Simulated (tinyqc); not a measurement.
Phase shift across the band: Koster-Slater impurity in a tight-binding band, by Green functions and by supercells. Computed by tinyqc, a small Python program. Command: `OMP_NUM_THREADS=1 python tinyqc.py 3023433 3023434 out.jsonl kosterslater walk`. One thread of a shared host (Intel(R) Xeon(R) Processor @ 2.30GHz), about 0.06 s of CPU time with the checks.

One orbital per site, e(k) = -2 t sum cos(k_i) over 3 direction(s), band from -6 t to 6 t, lattice constant 1. One site has the extra energy U. Spin is left out.

Inputs (values chosen for the exercise, for a model band): hopping t = 0.86 eV; impurity potential U = -7.37 eV; broadening eta = 0.13 eV.

Lattice: simple cubic.

Method:
- Outside the band G0(E) = (1/pi) int_0^pi dk (2/(pi z)) K(16 t^2/z^2), z = E + 2 t cos k, K the complete elliptic integral with parameter m; 200 Gauss-Legendre points.
- A bound state solves 1/U = G0(E).
- Bisection in ln(distance from the edge) between 1e-5 t and |U| + t. Weight on the impurity site: -1/(U^2 dG0/dE), by a central difference with step min(1e-4 t, distance/30). Decay length along an axis: 1/arccosh(1 + distance/(2 t)).
- Inside the band G0(z), z = E + i eta, comes from the chain form 1/(sqrt(y - 2t) sqrt(y + 2t)) (principal roots) at y = z + 2 t cos k + 2 t cos k', averaged over k and k' in (0, pi) with 200 Gauss-Legendre points each.
- delta/pi = -arg(1 - U G0)/pi counts the states added below E (Friedel); host DOS = -Im G0/pi, DOS on the impurity = -Im[G0/(1 - U G0)]/pi; 13 evenly spaced energies from -(band edge + |U| + 2t) to +(band edge + |U| + 2t).

distance from the band edge = 2.83940 eV

level E_b = -7.99940 eV

Across the spectrum:
```
E (eV),Re G0 (1/eV),host DOS (1/eV),DOS on the impurity (1/eV),delta/pi
-14.250,-0.07179,0.00022,0.000985,0.00342
-11.875,-0.08708,0.00033,0.002535,0.00669
-9.500,-0.11118,0.00054,0.016608,0.02218
-7.125,-0.15647,0.00117,0.048202,0.94445
-4.750,-0.28878,0.02255,0.014588,0.86206
-2.375,-0.33283,0.09616,0.013605,0.68404
0.000,0.00000,0.16075,0.010823,0.41645
2.375,0.33283,0.09616,0.005697,0.18230
4.750,0.28878,0.02255,0.002242,0.05263
7.125,0.15647,0.00117,0.000252,0.00399
9.500,0.11118,0.00054,0.000164,0.00220
11.875,0.08708,0.00033,0.000121,0.00146
14.250,0.07179,0.00022,0.000093,0.00105
```

delta/pi starts and ends near zero (+0.003 and +0.001): the impurity moves states but creates none. delta/pi rises at the bound state below the band (-7.999 eV), reaches 0.94 among these rows (1 in the limit of small eta, just above the level) and is paid back by the top of the band.

Extremes, crossings and ranges named in words are read from the listed rows.
